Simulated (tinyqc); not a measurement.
Inside a calculation. Model: memristor with linear dopant drift.

Numbers from tinyqc (`OMP_NUM_THREADS=1 python tinyqc.py 2880123 2880124 out.jsonl`; about 0.2 s on one thread of a shared Intel Xeon 2.30GHz). Printed values are rounded.

A film of thickness D has a doped share x: R = Ron x + Roff (1 - x), i = v/R, dx/dt = k i F with k = mv Ron/D^2 and F = 1 (no window). The drive is v = V0 sin(2 pi f t). The model has no threshold and no heating.

Values chosen for this exercise:
```
symbol,value,unit,meaning
Ron,100,ohm,resistance of the fully doped film
Roff,16000,ohm,resistance of the undoped film
D,5,nm,film thickness
mv,3.7e-14,m^2/(V s),dopant mobility
x0,0.25,,doped share at t = 0
V0,0.5,V,amplitude
f,13,Hz,frequency
```

## Rate constant, charge and flux scales

k = mv Ron/D^2; R0 = R(x0); without a window the film fills (x = 1) after the charge (1 - x0)/k and the flux (R0^2 - Ron^2)/(2 k (Roff - Ron)); half a period supplies the flux V0/(pi f).

k = 1.48e5 1/C
R0 = 12025.00 ohm
charge to fill = 5.067568 uC
flux to fill = 0.03072213 V s
flux of half a period = 0.01224269 V s

Half a period supplies 39.8 % of the flux to fill.

## Step 1: one Runge-Kutta step

x at step 0 = 0.25
j = 0

Step h = 1/(12 f), from t = j h. With g(t, x) = dx/dt: k1 = g(t, x), k2 = g(t + h/2, x + h k1/2), k3 = g(t + h/2, x + h k2/2), k4 = g(t + h, x + h k3), x(new) = x + h (k1 + 2 k2 + 2 k3 + k4)/6.

k1..k4 (1/s): 0.000000  1.592733  1.603557  3.119320
x at step 1 = 0.2601623

## Step 2: one Runge-Kutta step

j = 1

As before.

k1..k4 (1/s): 3.118831  4.470588  4.497056  5.619071
x at step 2 = 0.2886593

## Step 3: one Runge-Kutta step

j = 2

As before.

k1..k4 (1/s): 5.616485  6.425559  6.449464  6.881821
x at step 3 = 0.3295229

## One period

The 12 Runge-Kutta steps against a converged integration; i uses the converged x.

One period:
```
j     v (V)  x, coarse steps  x, converged  i (uA)
0    0.0000           0.2500        0.2500    0.00
1    0.2500           0.2602        0.2602   21.07
2    0.4330           0.2887        0.2887   37.95
3    0.5000           0.3295        0.3295   46.47
4    0.4330           0.3730        0.3730   43.00
5    0.2500           0.4069        0.4069   26.23
6    0.0000           0.4197        0.4197    0.00
7   -0.2500           0.4069        0.4069  -26.23
8   -0.4330           0.3730        0.3730  -43.00
9   -0.5000           0.3295        0.3295  -46.47
10  -0.4330           0.2887        0.2887  -37.95
11  -0.2500           0.2602        0.2602  -21.07
12   0.0000           0.2500        0.2500    0.00
```

The current vanishes with the voltage (pinched loop). At the same voltage, j = 2 and 4, it is 37.9 uA on the way up and 43.0 uA on the way down. x peaks at 0.4197 at half period and ends at 0.2500, its starting value: the state is a function of the flux alone. The coarse steps miss by at most 6.1e-6.
